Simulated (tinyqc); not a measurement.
# Strip, Bethe and mean field against temperature

Model: square-lattice Ising model by mean field, Bethe lattice, transfer matrix, exact enumeration and Monte Carlo steps. Computed by tinyqc, a small Python program. Command: `OMP_NUM_THREADS=1 python tinyqc.py 3029780 3029781 out.jsonl ising sweep`. One thread of a shared host (Intel(R) Xeon(R) Processor @ 2.30GHz), about 0.08 s of CPU time with the checks.

H = -J sum over nearest pairs s_i s_j, s = +-1, no field, periodic boundaries; energies per site are in J. As a lattice gas or an alloy, s marks which species holds the site.

Inputs (values chosen for the exercise, for a model lattice): coupling J = 8.85 meV; strip width w = 3.

Constants: k_B = 8.617333262e-05 eV/K.

Method:
- K = J/(k_B T). Onsager: k_B T_c/J = 2/ln(1 + sqrt 2); mean field: 4; Bethe lattice with z = 4: 2/ln 2.
- K = J/(k_B T). Mean field: m = tanh(4 K m), u = -2 m^2. Bethe: cavity field h = 3 artanh(tanh K tanh h), m = tanh(4h/3), u = -2 (tanh K + tanh^2 h)/(1 + tanh K tanh^2 h). Exact: m = [1 - sinh(2K)^(-4)]^(1/8) below T_c; u = -coth(2K) [1 + (2/pi)(2 tanh^2(2K) - 1) K1(k)], k = 2 sinh(2K)/cosh^2(2K), K1 the complete elliptic integral of the first kind. The largest root is taken.
- Strip of w sites, periodic across (for w = 2 the pair is joined by two bonds): T(s, s') = exp(K [sum_i s_i s'_i + (r(s) + r(s'))/2]), r(s) = sum_i s_i s_(i+1).
- With the eigenvalues l1 > l2: -f/(k_B T) = ln(l1)/w per site; xi = 1/ln(l1/l2) rows.

One run for each value:

| temperature T (K) | correlation length xi | -f/(k_B T) | m, Bethe | m, mean field | u, Bethe | u, exact |
|---|---|---|---|---|---|---|
| 154 | 19.09 | 1.348 | 0.9869 | 0.9899 | -1.952 | -1.951 |
| 189 | 7.71 | 1.123 | 0.9556 | 0.9711 | -1.849 | -1.841 |
| 225 | 4.05 | 0.984 | 0.8798 | 0.9367 | -1.635 | -1.559 |
| 260 | 2.61 | 0.901 | 0.7136 | 0.8850 | -1.273 | -1.080 |
| 295 | 1.91 | 0.847 | 0.1569 | 0.8106 | -0.694 | -0.873 |
| 331 | 1.50 | 0.811 | 0.0000 | 0.7020 | -0.601 | -0.738 |
| 366 | 1.26 | 0.787 | 0.0000 | 0.5466 | -0.547 | -0.645 |
| 402 | 1.09 | 0.769 | 0.0000 | 0.2513 | -0.500 | -0.572 |
| 437 | 0.97 | 0.756 | 0.0000 | 0.0000 | -0.462 | -0.517 |
| 472 | 0.88 | 0.747 | 0.0000 | 0.0000 | -0.428 | -0.472 |

What does the table show?

Over the rows, correlation length xi falls from 19.1 to 0.884 (exponent d ln y / d ln x -4.4 between the first rows and -1.2 between the last); -f/(k_B T) falls from 1.35 to 0.747 (exponent d ln y / d ln x -0.89 between the first rows and -0.17 between the last); m, Bethe falls from 0.987 to 0, flat over part of the range.

Extremes, crossings and ranges named in words are read from the listed rows.
